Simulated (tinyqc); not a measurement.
What moves the results: mean-field antiferromagnet of the Hubbard model on the square lattice. A value that a table varies takes the place of the one given here.

e(k) = -2 t (cx + cy) - 4 t2 cx cy, ci = cos ki; one electron a site; Q = (pi, pi). <n_up - n_dn> = m cos(Q.R) gives Delta = U m/2 and bands E = e+ -/+ sqrt(e-^2 + Delta^2), e+- = (e(k) +- e(k + Q))/2 (the constant U/2 is dropped). Means run over the mesh k_i = 2 pi (j + 1/2)/N of the whole zone: mu from mean(f(E-) + f(E+)) = 1; m(out) = mean of Delta (f(E-) - f(E+))/sqrt(e-^2 + Delta^2); free energy per site F = -kT mean[ln(1 + exp(-(E- - mu)/kT)) + ln(1 + exp(-(E+ - mu)/kT))] + mu + U m^2/4. Order at T > 0 in two dimensions is an artefact of mean field.

Constants: kB = 8.617333262e-05 eV/K.

Values chosen for the exercise: t = 0.47 eV (nearest hopping); t2 = 0 eV (second hopping); T = 300 K; U = 3.3 eV (on-site repulsion).

## From weak to strong coupling

Mesh N = 48, start m = 0.9, at most 400 steps; U takes the listed multiples of t. The gap (negative: overlap) is read for that Delta on the unshifted mesh N = 64, which holds the band extrema.

Results:

| U/t | m | Delta (eV) | gap (eV) | F - F(0) (meV) | J = 4 t^2/U (meV) |
|---|---|---|---|---|---|
| 1.5 | 0.239 | 0.084 | 0.169 | -1.11 | 1253 |
| 2.0 | 0.376 | 0.177 | 0.353 | -6.91 | 940 |
| 3.0 | 0.566 | 0.399 | 0.798 | -34.04 | 627 |
| 4.0 | 0.691 | 0.649 | 1.298 | -81.24 | 470 |
| 5.0 | 0.772 | 0.908 | 1.815 | -144.66 | 376 |
| 6.0 | 0.827 | 1.167 | 2.333 | -220.20 | 313 |
| 8.0 | 0.893 | 1.678 | 3.357 | -395.60 | 235 |
| 12.0 | 0.948 | 2.674 | 5.349 | -798.20 | 157 |
| 20.0 | 0.981 | 4.608 | 9.217 | -1679.49 | 94 |

Every row has a moment above 0.02; a gap is open from U/t = 1.5 on. With t2 = 0 the Fermi surface is nested by Q, so at zero temperature and on an infinite mesh any U orders; at small U the finite mesh and kT = 0.055 t can suppress or reduce the moment. At U/t = 20 m has reached 0.981 and the gap is 0.98 U. Mean field leaves out spin fluctuations, which lower m (at large U to about 0.6 on the square and 0.85 on the simple cubic lattice) and the ordering temperature, which is zero in two dimensions.

## Order against temperature

Mesh N = 48, start m = 0.9, at most 400 steps; Delta(50 K) = 1.4292 eV.

Results:

| T (K) | kT/Delta(50 K) | m | Delta (eV) |
|---|---|---|---|
| 830 | 0.050 | 0.866 | 1.4292 |
| 2490 | 0.150 | 0.865 | 1.4267 |
| 4150 | 0.250 | 0.837 | 1.3810 |
| 5800 | 0.350 | 0.743 | 1.2258 |
| 6970 | 0.420 | 0.609 | 1.0043 |
| 7960 | 0.480 | 0.405 | 0.6686 |
| 8960 | 0.540 | 0.000 | 0.0000 |
| 9950 | 0.600 | 0.000 | 0.0000 |
| 11610 | 0.700 | 0.000 | 0.0000 |

The moment is below 0.02 from 8960 K on (kT/Delta = 0.54); close to the transition 400 steps may not suffice, so a small m in the row before can be unconverged. Weak-coupling theory puts the transition at 0.567 and the atomic limit at 0.5. In two dimensions fluctuations forbid long-range order at any finite T, which mean field misses.

## Mesh

Start m = 0.9, at most 400 steps.

Results:

| N | m | Delta (eV) |
|---|---|---|
| 4 | 0.8661 | 1.4291 |
| 6 | 0.8661 | 1.4291 |
| 8 | 0.8662 | 1.4293 |
| 12 | 0.8662 | 1.4292 |
| 16 | 0.8662 | 1.4292 |
| 24 | 0.8662 | 1.4292 |
| 48 | 0.8662 | 1.4292 |

m spans 0.8661 to 0.8662; it stays within 0.002 of the last value from N = 4 on. The level spacing across the Fermi surface, about 4 pi t/N, should fall below the larger of Delta = 1.429 eV and kT, a rough rule that asks for N above about 4.1.

## What moves the order

Mesh N = 48, start m = 0.9; the gap (negative: overlap) is read for that Delta on the unshifted mesh N = 64. Each row changes one parameter from the base and keeps the others.

Results:

| case | m | Delta (eV) | gap (eV) |
|---|---|---|---|
| base | 0.8662 | 1.4292 | 2.8585 |
| U = 3.63 eV | 0.8861 | 1.6082 | 3.2164 |
| t = 0.517 eV | 0.8436 | 1.3919 | 2.7839 |
| t2 = -0.024 eV | 0.8662 | 1.4292 | 2.7625 |
| T = 900 K | 0.8662 | 1.4292 | 2.8585 |

The largest shifts from the base row, up to three for each result and ties (the steps differ in size, so this ranks the rows, not the parameters). m: t -0.0226, U +0.0199; unchanged at the printed digits by t2 and T. Delta (eV): U +0.1790, t -0.0373; unchanged at the printed digits by t2 and T. gap (eV): U +0.3580, t2 -0.0960, t -0.0746; unchanged at the printed digits by T.

(tinyqc, `OMP_NUM_THREADS=1 python tinyqc.py 1681633 1681634 out.jsonl`, Intel(R) Xeon(R) Processor @ 2.30GHz, 1 thread, shared host, about 0.1 s.)
